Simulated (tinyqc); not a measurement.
Inside a calculation. Method: Ewald sum of point charges, bcc lattice in a neutralising background. Computed by tinyqc, a small Python program that keeps every step. Command: `OMP_NUM_THREADS=1 python tinyqc.py 22481 22482 out.jsonl` (the two numbers bound the seeds that draw the settings). One thread of a shared host (Intel(R) Xeon(R) Processor @ 2.60GHz), about 0.03 s of CPU time with the checks.

## Ewald sum with eta = 0.388 1/bohr

cell vectors (rows) (bohr):
```
          1         2         3
1  9.010000  0.000000  0.000000
2  0.000000  9.010000  0.000000
3  0.000000  0.000000  9.010000
```

Charges:
```
q               f1        f2        f3
2.000000  0.000000  0.000000  0.000000
2.000000  0.500000  0.500000  0.500000
```

Real space: 1/2 sum q_i q_j erfc(eta r)/r over all images with r > 0; reciprocal space: (2 pi/V) sum_(G != 0) exp(-G^2/4 eta^2)/G^2 |S(G)|^2 with S(G) = sum q exp(i G.r); self term -eta/sqrt(pi) sum q^2; background -pi Q^2/(2 V eta^2), Q the total charge.

Real-space shells (first ones):
```
r (bohr)   pairs  sum (hartree)
7.802889      16       0.000076
9.010000      12       2.04e-06
12.742064     24       1.02e-11
14.941395     48              0
```

Reciprocal shells (first ones that count):
```
G^2 (1/bohr^2)  vectors  sum (hartree)
0.972613             12       0.337217
1.945226              6       0.016765
2.917840             24       0.008890
3.890453             12       0.000663
4.863066             24       0.000211
5.835679              8       0.000012
6.808292             48       0.000012
7.780905              6       2.59e-07
8.753519             36       2.75e-07
9.726132             24       3.28e-08
10.698745            24       5.93e-09
11.671358            24       1.08e-09
```

## The total does not depend on eta

The same sums for other eta.

Totals (hartree per cell):
```
eta           real  reciprocal       self  background        total
0.388000  0.000078    0.363770  -1.751244   -0.228245  -1.61564193
0.529000  2.18e-08    0.894796  -2.387650   -0.122787  -1.61564193
0.776000         0    1.943908  -3.502489   -0.057061  -1.61564193
```

shortest distance = 7.802889 bohr
